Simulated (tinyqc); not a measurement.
Schottky barrier with interface states (Cowley-Sze model), image lowering and contact resistance: one step, computed by the program tinyqc. Command: `OMP_NUM_THREADS=1 python tinyqc.py 3000847 3000848 out.jsonl pinning walk`. One thread of a shared host (Intel(R) Xeon(R) Processor @ 2.30GHz), about 0.01 s of CPU time with the checks.

An n-type semiconductor under a metal. The barrier lies between the Schottky-Mott limit phi_M - chi and the Bardeen limit E_g - E_n, E_n being the neutrality level of the interface states; the space-charge term of the full Cowley-Sze expression is left out.

Problem. Pinning factor and barrier. S = 1/(1 + e^2 D delta/(eps_i eps_0)); for D per eV, e^2 D is the number e x D in SI units, with 1 cm^-2 = 1e4 m^-2. phi_B = S (phi_M - chi) + (1 - S)(E_g - E_n); the hole barrier is E_g - phi_B.

Inputs (values chosen for the exercise, with gap, mass and screening modelled on GaSb):
```
quantity                                       value         unit
gap E_g                                         0.73           eV
electron affinity chi                              4           eV
metal work function phi_M                       4.37           eV
neutrality level E_n above the valence band    0.459           eV
interface-state density D                    2.4e+13  cm^-2 eV^-1
dipole layer thickness delta                    0.54           nm
dipole layer constant eps_i                        2            -
```

Pinning factor from: interface states.

Constants: e = 1.602176634e-19 C; eps_0 = 8.8541878128e-12 F/m.

Give: pinning factor S; Schottky-Mott barrier; Bardeen barrier; barrier phi_B; hole barrier.

Solution.

pinning factor S = 0.46029

Schottky-Mott barrier = 0.37 eV

Bardeen barrier = 0.271 eV

barrier phi_B = 0.31657 eV

hole barrier = 0.41343 eV

The contact is partly pinned.
